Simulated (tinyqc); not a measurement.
Resistance of a tapered via with liner, size effect and interface: via resistance against the diameter at the bottom.

A round via whose diameter grows from db at the bottom as D(z) = db + 2 z/tan(ang). The fill, of diameter D - 2 tl, starts above the bottom liner (thickness fb tl) and has rho = rho0 (1 + ks lam/(D - 2 tl)); the sidewall liner conducts in parallel with it. The bottom liner and the interface are crossed over the full area pi db^2/4. Spreading in the lines above and below is left out.

Slices between z0 = fb tl and hv, evaluated at their midpoints: conductance per length pi/4 [(D - 2 tl)^2/rho + (D^2 - (D - 2 tl)^2)/rl], slice resistance = slice height over that. 2000 slices. R_fill = sum of the slices; R_bottom = rl fb tl/(pi db^2/4); R_interface = ri/(pi db^2/4); ballistic (Sharvin) limit 1/(Sb pi (db - 2 tl)^2/4); ideal cylinder rho0 hv/(pi db^2/4).

Values chosen for this exercise; fill metal close to ruthenium: height hv = 170 nm; sidewall angle ang = 89 degrees; bulk resistivity of the fill rho0 = 7.83 uohm cm; mean free path of the fill lam = 6.41 nm; size-effect factor ks = 1.2; liner on the sidewall tl = 0.6 nm; liner at the bottom over that on the sidewall fb = 0.5; resistivity of the liner rl = 190 uohm cm; interface resistivity at the bottom ri = 1.4e-12 ohm cm^2; ballistic conductance per area, about 3/(4 rho0 lam) Sb = 1.5e15 S/m^2.

Via resistance against the diameter at the bottom:

| db (nm) | R_fill (ohm) | R_bottom (ohm) | R_interface (ohm) | R (ohm) | ballistic limit (ohm) | R over ideal cylinder | largest part |
|---|---|---|---|---|---|---|---|
| 6 | 681.41 | 20.160 | 4.9515 | 706.52 | 36.841 | 1.5007 | fill |
| 8.3 | 328.00 | 10.535 | 2.5875 | 341.12 | 16.838 | 1.3866 | fill |
| 11 | 176.82 | 5.9979 | 1.4732 | 184.29 | 8.8383 | 1.3158 | fill |
| 16 | 78.936 | 2.8349 | 0.69630 | 82.468 | 3.8752 | 1.2457 | fill |
| 22 | 40.171 | 1.4995 | 0.36829 | 42.039 | 1.9620 | 1.2005 | fill |
| 30 | 20.951 | 0.80639 | 0.19806 | 21.956 | 1.0234 | 1.1659 | fill |
| 42 | 10.408 | 0.41142 | 0.10105 | 10.921 | 0.50992 | 1.1366 | fill |
| 58 | 5.3492 | 0.21574 | 0.052989 | 5.6180 | 0.26310 | 1.1151 | fill |
| 80 | 2.7684 | 0.11340 | 0.027852 | 2.9096 | 0.13670 | 1.0987 | fill |

R falls from 707 to 2.91 ohm. The fill is the largest part at db = 6 and in all other rows. R goes as db^(-2.24) between the first two rows and db^(-2.05) between the last two; area alone gives -2.

Computed by the program tinyqc: `OMP_NUM_THREADS=1 python tinyqc.py 2750179 2750180 out.jsonl`, one thread of a shared Intel Xeon 2.30GHz, about 0.01 s for the whole run.
